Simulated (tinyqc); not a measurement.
Interface traps by the conductance method, a continuum of levels: two steps of the calculation.

MOS capacitor on an n-type substrate; psi is the band bending, negative in depletion; only majority carriers are counted. The traps exchange electrons with the conduction band; their admittance lies in parallel with Cd, and that pair in series with Cox and Rs. w = 2 pi f.

Values chosen for this exercise; band and dielectric values close to those of In0.53Ga0.47As:
- T = 250 K (temperature)
- eps_r = 13.8 (relative permittivity)
- Nd = 1.6e16 cm^-3 (donor density)
- EOT = 8.9 nm (equivalent oxide thickness)
- ps = -0.161 V (band bending psi)
- sn = 1.8e-15 cm^2 (capture cross-section for electrons)
- vth = 5.3e7 cm/s (thermal velocity)
- Dit = 6.7e12 cm^-2 eV^-1 (interface trap density)

Constants: q = 1.602176634e-19 C, kB = 1.380649e-23 J/K, Vt = kB T/q, eps0 = 8.8541878128e-14 F/cm where lengths are in cm. Results are converted to the units shown.

Task 1. Capacitances and time constant. Cox = 3.9 eps0/EOT, LD = sqrt(eps0 eps_r Vt/(q Nd)), u = psi/Vt, Cd = (eps0 eps_r/(sqrt(2) LD)) |exp(u) - 1|/sqrt(exp(u) - u - 1); ns = Nd exp(u); tau = 1/(sn vth ns), Cit = q Dit (Dit per eV).

Give: Cox; Cd; ns; tau; Cit.

Result 1.

Cox = 387.99 nF/cm^2
Cd = 105.91 nF/cm^2
ns = 9.0887e12 cm^-3
tau = 1.1533e-6 s
Cit = 1073.5 nF/cm^2

Task 2. Extraction from the readings. Ignoring Rs: Gp/w = w Cox^2 Gm/[Gm^2 + w^2 (Cox - Cm)^2].

Cox = 387.99250 nF/cm^2
Cm = 289.85279 nF/cm^2
Gm/w = 14.553138 nF/cm^2

Wanted: extracted Gp/w.

Result 2.

extracted Gp/w = 222.57 nF/cm^2

Range of the model: In a narrow-gap semiconductor minority carriers respond as well once the bending nears the inversion point; they are left out.

Program tinyqc, `OMP_NUM_THREADS=1 python tinyqc.py 2030164 2030165 out.jsonl`; Intel Xeon 2.30GHz, shared host, one thread, about 0.02 s.
